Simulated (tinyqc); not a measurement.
Resistance of a tapered via with liner, size effect and interface: one step of the calculation.

A round via whose diameter grows from db at the bottom as D(z) = db + 2 z/tan(ang). The fill, of diameter D - 2 tl, starts above the bottom liner (thickness fb tl) and has rho = rho0 (1 + ks lam/(D - 2 tl)); the sidewall liner conducts in parallel with it. The bottom liner and the interface are crossed over the full area pi db^2/4. Spreading in the lines above and below is left out.

Problem. Slices of the via. Slices between z0 = fb tl and hv, evaluated at their midpoints: conductance per length pi/4 [(D - 2 tl)^2/rho + (D^2 - (D - 2 tl)^2)/rl], slice resistance = slice height over that. 10 slices.

Values chosen for this exercise; fill metal close to tungsten:
```
symbol,value,unit,meaning
db,14,nm,diameter at the bottom
hv,48,nm,height
ang,87,degrees,sidewall angle
rho0,5.37,uohm cm,bulk resistivity of the fill
lam,15.9,nm,mean free path of the fill
ks,1.6,,size-effect factor
tl,2.5,nm,liner on the sidewall
fb,0.5,,liner at the bottom over that on the sidewall
rl,450,uohm cm,resistivity of the liner
```

Give: z; D; rho; slice resistance.

Solution.

```
slice  z (nm)  D (nm)  rho (uohm cm)  slice resistance (ohm)
0      3.5875  14.376         19.940                  12.739
1      8.2625  14.866         19.217                  11.147
2      12.938  15.356         18.562                  9.8166
3      17.613  15.846         17.966                  8.6966
4      22.288  16.336         17.421                  7.7465
5      26.962  16.826         16.922                  6.9349
6      31.637  17.316         16.462                  6.2371
7      36.312  17.806         16.038                  5.6337
8      40.987  18.296         15.645                  5.1088
9      45.663  18.786         15.279                  4.6501
```

tinyqc, about 0.01 s, one thread, Intel Xeon 2.30GHz (shared host): `OMP_NUM_THREADS=1 python tinyqc.py 2750105 2750106 out.jsonl`
